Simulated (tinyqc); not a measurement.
Effective-mass impurity with a central-cell term, in a basis of Slater functions: one step, computed by the program tinyqc.

The envelope obeys H = -nabla^2 - (2/r) [Z + A exp(-kappa r)] in effective units, with kappa = a*/lambda; positive A deepens the well near the core.

Problem. Generalised eigenproblem. (T + V + W) c = E S c with c^T S c = 1 and the largest component positive.

Impurity: donor, one isotropic band.

kinetic T (Ry*):
```
[[0.1225, 0.2289560, 0.2491768, 0.1980020, 0.1358551],
 [0.2289560, 0.8281, 1.547742, 1.684435, 1.338494],
 [0.2491768, 1.547742, 5.597956, 10.46274, 11.38678],
 [0.1980020, 1.684435, 10.46274, 37.84218, 70.72811],
 [0.1358551, 1.338494, 11.38678, 70.72811, 255.8132]]
```

Coulomb V (Ry*):
```
[[-0.7, -0.9057598, -0.8172494, -0.5979071, -0.3966514],
 [-0.9057598, -1.82, -2.354976, -2.124849, -1.554558],
 [-0.8172494, -2.354976, -4.732, -6.122936, -5.524606],
 [-0.5979071, -2.124849, -6.122936, -12.3032, -15.91963],
 [-0.3966514, -1.554558, -5.524606, -15.91963, -31.98832]]
```

central cell W (Ry*):
```
[[-0.001395750, -0.005449053, -0.01919237, -0.05433728, -0.1063765],
 [-0.005449053, -0.02132550, -0.07553711, -0.2162494, -0.4303250],
 [-0.01919237, -0.07553711, -0.2710901, -0.7966367, -1.648856],
 [-0.05433728, -0.2162494, -0.7966367, -2.470191, -5.566520],
 [-0.1063765, -0.4303250, -1.648856, -5.566520, -14.54112]]
```

overlap S:
```
[[1.000000, 0.718857, 0.300902, 0.091963, 0.024269],
 [0.718857, 1.000000, 0.718857, 0.300902, 0.091963],
 [0.300902, 0.718857, 1.000000, 0.718857, 0.300902],
 [0.091963, 0.300902, 0.718857, 1.000000, 0.718857],
 [0.024269, 0.091963, 0.300902, 0.718857, 1.000000]]
```

Give: two lowest levels; coefficients of the lowest state; <T>; <W>.

Solution.

two lowest levels (Ry*): [-1.029, -0.251]

coefficients of the lowest state: [-0.0773, 0.9914, 0.0857, -0.0067, 0.0022]

<T> = 1.057 Ry*

<W> = -0.03347 Ry*
